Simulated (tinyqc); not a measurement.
Two-dimensional dopant profile at a mask edge: lateral junction, overlap and effective channel length. Inputs raised by 2 %, one at a time. Computed by tinyqc, a small Python program. Command: `OMP_NUM_THREADS=1 python tinyqc.py 3014043 3014044 out.jsonl lateral sens`. One thread of a shared host (Intel(R) Xeon(R) Processor @ 2.30GHz), about 0.01 s of CPU time with the checks.

Ions enter for y < 0; the mask (spacer, then gate) covers y > 0. x is the depth. The surface reflects dopant during the anneal.

Inputs (values chosen for the exercise, modelled on a source-drain extension in silicon): dose Q = 4.4e+14 1/cm^2; projected range R_p = 29 nm; vertical straggle = 8.8 nm; lateral straggle = 6.8 nm; anneal budget D t = 1.9e-13 cm^2; channel doping C_B = 1.3e+17 1/cm^3; gate length L_g = 410 nm; offset spacer = 20 nm; oxide thickness = 2.8 nm.

Constants: eps_0 = 8.8541878128e-12 F/m.

Method:
- Widths s_x^2 = (vertical straggle)^2 + 2 D t, s_y^2 = (lateral straggle)^2 + 2 D t. C(x, y) = V(x) (1/2) erfc(y/(sqrt2 s_y)), V(x) = Q/(sqrt(2 pi) s_x) [exp(-(x - R_p)^2/(2 s_x^2)) + exp(-(x + R_p)^2/(2 s_x^2))]; 1 nm = 1e-7 cm.
- The vertical junction far from the mask solves V(x) = C_B.
- The lateral junction at depth x solves C = C_B: y_j(x) = sqrt2 s_y erfc^-1(2 C_B/V(x)). Overlap under the gate = y_j(0) - spacer; metallurgical channel L_met = L_g - 2 overlap (tails from the two sides are not added).
- Abruptness at y_j(0) in nm per decade = ln(10) s_y sqrt(pi/2) exp(u^2) erfc(u), u = y_j/(sqrt2 s_y). Overlap capacitance per width = 3.9 eps_0 overlap/t_ox (zero if there is no overlap).

Runs; columns: (1) input moved; (2) from; (3) to; (4) lateral junction y_j(0) (nm); (5) vertical junction x_j (nm); (6) lateral abruptness (nm/decade); (7) ratio y_j(0)/x_j:
```
(1)                           (2)        (3)     (4)     (5)     (6)      (7)
base run                        -          -  19.871  69.591  8.3860  0.28554
dose Q (1/cm^2)           4.4e+14  4.488e+14  19.943  69.647  8.3626  0.28634
projected range R_p (nm)       29      29.58  19.329  70.171  8.5651  0.27546
vertical straggle (nm)        8.8      8.976  20.170  70.099  8.2898  0.28774
lateral straggle (nm)         6.8      6.936  20.090  69.591  8.4784  0.28869
anneal budget D t (cm^2)  1.9e-13  1.938e-13  20.035  69.715  8.3994  0.28739
offset spacer (nm)             20       20.4  19.871  69.591  8.3860  0.28554
gate length L_g (nm)          410      418.2  19.871  69.591  8.3860  0.28554
```

Exponents ln(y'/y) / ln(x'/x):
```
input                lateral junction y_j(0)  vertical junction x_j  lateral abruptness  ratio y_j(0)/x_j
dose Q                                 0.183                  0.041              -0.141             0.142
projected range R_p                   -1.396                  0.419               1.068            -1.815
vertical straggle                      0.756                  0.367              -0.583             0.389
lateral straggle                       0.554                  0.000               0.554             0.554
anneal budget D t                      0.416                  0.090               0.081             0.326
offset spacer                          0.000                  0.000               0.000             0.000
gate length L_g                        0.000                  0.000               0.000             0.000
```

Among the inputs moved here: lateral junction y_j(0) answers most in size to projected range R_p (exponent -1.396), next to vertical straggle (+0.756); its exponent is below 0.0005 for offset spacer, gate length L_g. Vertical junction x_j answers most in size to projected range R_p (exponent +0.419), next to vertical straggle (+0.367); its exponent is below 0.0005 for lateral straggle, offset spacer, gate length L_g. Its exponent 0.000 in lateral straggle: the far field does not see the edge. Lateral abruptness answers most in size to projected range R_p (exponent +1.068), next to vertical straggle (-0.583); its exponent is below 0.0005 for offset spacer, gate length L_g. Ratio y_j(0)/x_j answers most in size to projected range R_p (exponent -1.815), next to lateral straggle (+0.554); its exponent is below 0.0005 for offset spacer, gate length L_g.

Caution (all rows): the profile peaks below the surface, where the junction reaches further under the gate than y_j(0); the overlap given is the one at the surface.

Extremes, crossings and ranges named in words are read from the listed rows.
